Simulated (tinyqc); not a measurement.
Worked calculation: solubility, supersaturation, precipitation and gettering of an impurity in a silicon-like host. Computed by tinyqc, a small Python program that keeps every step. Command: `OMP_NUM_THREADS=1 python tinyqc.py 3031171 3031172 out.jsonl ripen walk`. One thread of a shared host (Intel(R) Xeon(R) Processor @ 2.30GHz), about 0.01 s of CPU time with the checks. Intermediate numbers are printed to about 5 digits and carried at full precision; extremes and crossings named in words are read from the listed rows.

The wafer was saturated at T1 and is then held at T.

Inputs (values chosen for the exercise, for a model impurity):
```
quantity                                   value        unit
site density N0                            5e+22      1/cm^3
enthalpy of solution H                      2.58          eV
entropy of solution S                        4.9         k_B
diffusion prefactor D0                   0.00056      cm^2/s
migration energy Q                         0.729          eV
temperature of saturation T1                1425           K
anneal temperature T                        1042           K
sink density n                           1.8e+07      1/cm^3
initial sink radius r0                       9.1          nm
impurity density in the precipitate C_p  4.3e+22      1/cm^3
interface energy gamma                      0.43       J/m^2
anneal time t                                930           s
wafer thickness w                            400  micrometre
segregation energy E_g                      0.91          eV
segregation prefactor k_0                 0.0016           -
getter layer thickness t_g                  0.88  micrometre
```

Gettering: segregation gettering in a layer.

Constants: k_B = 8.617333262e-05 eV/K; k_B = 1.380649e-23 J/K.

## Solubility, diffusivity, supersaturation

C_eq(T) = N0 exp(S/k_B - H/(k_B T)); D(T) = D0 exp(-Q/(k_B T)); C0 = C_eq(T1). Supersaturation s = C0/C_eq(T); critical radius r* = 2 gamma/(C_p k_B T ln s); barrier W* = (4 pi/3) gamma r*^2. Strain energy is left out.

C0 = 5.0392e+15 1/cm^3

C_eq(T) = 2.2309e+12 1/cm^3

D(T) = 1.6683e-07 cm^2/s

supersaturation s = 2258.8

critical radius r* = 0.18002 nm

W*/(k_B T) = 4.0573

Sinks of radius r0 are above r* and grow. The barrier is low enough for new nuclei to form. Caution: the barrier to homogeneous nucleation is below 35 k_B T for these inputs, so new precipitates would form and outnumber the fixed sinks assumed here. Caution: a critical radius of atomic size is outside the capillary model.

## Ham's law for sinks of fixed radius

tau0 = 1/(4 pi n r0 D); C_fixed(t) = C_eq + (C0 - C_eq) exp(-t/tau0). If all excess precipitates, the final radius is r_f = [r0^3 + 3 (C0 - C_eq)/(4 pi n C_p)]^(1/3), with tau_f = 1/(4 pi n r_f D).

tau0 = 29120 s

C_fixed(t) = 4.8809e+15 1/cm^3

final radius r_f = 115.84 nm

tau_f = 2287.6 s

The sinks grow 12.7 times, so the fixed radius underrates the later rate.

## Growing precipitates

Growing sinks: with y = r/r_f and y0 = r0/r_f, dy/dt = (1 - y^3)/(3 tau_f y), which integrates to t/tau_f = F(y) - F(y0), F(y) = (1/2) ln[(1 + y + y^2)/(1 - y)^2] - sqrt(3) arctan[(2y + 1)/sqrt(3)]; the share of the excess left is (1 - y^3)/(1 - y0^3), and C(t) = C_eq + (C0 - C_eq) x share.

radius at t = 59.276 nm

share of the excess left = 0.86642

C(t) with growing sinks = 4.3664e+15 1/cm^3

13.4 % of the excess has precipitated.

## Segregation into a layer on one face

k = k_0 exp(E_g/(k_B T)); in equilibrium the bulk keeps C/C0 = 1/(1 + k t_g/w). For a strong sink on one face the slowest diffusion mode has tau_w = 4 w^2/(pi^2 D), and C/C0 is estimated as c_eq + (1 - c_eq)(8/pi^2) sum over odd m up to 99 of exp(-m^2 t/tau_w)/m^2. Precipitation is left out here.

segregation coefficient k = 40.315

equilibrium C/C0 = 0.91853

tau_w = 3886.9 s

mean C/C0 at t = 0.97137

Diffusion and capacity both matter.

## The best anneal temperature for the time t

C_eq(T) = N0 exp(S/k_B - H/(k_B T)); D(T) = D0 exp(-Q/(k_B T)); C0 = C_eq(T1). r_f = [r0^3 + 3 (C0 - C_eq)/(4 pi n C_p)]^(1/3), tau_f = 1/(4 pi n r_f D).

Dissolved share after t:
```
T (K)     C_eq/C0   tau_f (s)  C(t)/C0
641    6.9142e-12  3.6735e+05  0.99979
741    3.7779e-09  6.1884e+04  0.99843
855    8.2585e-07  1.3505e+04  0.98868
969    5.0821e-05  4.2166e+03  0.94259
1083   1.3138e-03  1.6828e+03  0.79978
1197   1.8280e-02  8.0431e+02  0.53449
1297   1.2575e-01  4.8478e+02  0.36673
1368   4.1668e-01  3.9543e+02  0.52442
```

The lowest dissolved share among these rows is 0.37 at 1297 K. Above it solubility sets the floor; below it diffusion is too slow for this time. Solubility falls with H = 2.58 eV and diffusion with Q = 0.729 eV.

Checks made by the program: radius against numerical integration (relative difference 3e-10).
